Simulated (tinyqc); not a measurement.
Ferroelectric with a first-order transition, Landau-Devonshire energy: depolarisation in a thin film.

One domain with free energy u = al P^2 + be P^4 + ga P^6 - E P, al = a0 (T - T0), be < 0 < ga (P in uC/cm^2, E in kV/cm, u in mJ/cm^3). Equilibrium: E = 2 al P + 4 be P^3 + 6 ga P^5; a state is stable against small changes where dE/dP > 0. The coercive field is that of uniform switching, which real films, switching by domains, do not reach.

Imperfect screening, an effective length ls = 0.004 nm at each electrode, adds the energy ls P^2/(eps0 t), so al becomes al + ls/(eps0 t) and T0 falls by ls/(eps0 a0 t) (short-circuited film, background permittivity neglected). Ps^2 = [-be + sqrt(be^2 - 3 al ga)]/(3 ga); Pc^2 = [-3 be + sqrt(9 be^2 - 15 al ga)]/(15 ga), Ec = -E(Pc); susceptibility chi = 1/(eps0 dE/dP). TC = T0 + be^2/(4 a0 ga), where u(Ps) = u(0); T1 = T0 + be^2/(3 a0 ga), where the polar minimum disappears.

Values chosen for this exercise: slope of the quadratic coefficient a0 = 0.016 kV cm/(uC K); Curie-Weiss temperature T0 = 350 K; quartic coefficient be = -0.0043 kV cm^5/uC^3; sixth-order coefficient ga = 9.5e-6 kV cm^9/uC^5; temperature T = 270 K.

Constants: eps0 = 8.8541878128e-14 F/cm where lengths are in cm. Results are converted to the units shown.

Depolarisation in a thin film:

| t (nm) | fall of T0 (K) | Ps (uC/cm^2) | depolarising field 2 ls Ps/(eps0 t) (kV/cm) | u(Ps) (mJ/cm^3) |
|---|---|---|---|---|
| 25 | 112.94 | 14.705 | 53.144 | 8.9610 |
| 39 | 72.398 | 17.756 | 41.137 | -168.05 |
| 61 | 46.287 | 18.843 | 27.910 | -308.38 |
| 96 | 29.412 | 19.418 | 18.276 | -407.27 |
| 150 | 18.823 | 19.745 | 11.893 | -472.24 |
| 240 | 11.765 | 19.950 | 7.5106 | -516.73 |
| 380 | 7.4303 | 20.072 | 4.7725 | -544.51 |
| 590 | 4.7856 | 20.145 | 3.0850 | -561.62 |
| 940 | 3.0037 | 20.193 | 1.9410 | -573.21 |

What does the table show?

As the film thickens from 25 to 940 nm, Ps rises from 14.7 to 20.2 uC/cm^2 (bulk 20.3) and the depolarising field falls from 53.1 to 1.94 kV/cm. The polar state is the lowest for t > 25.6 nm and exists at all for t > 23.4 nm.

Program tinyqc, `OMP_NUM_THREADS=1 python tinyqc.py 2860116 2860117 out.jsonl`; Intel Xeon 2.30GHz, shared host, one thread, about 0.01 s.
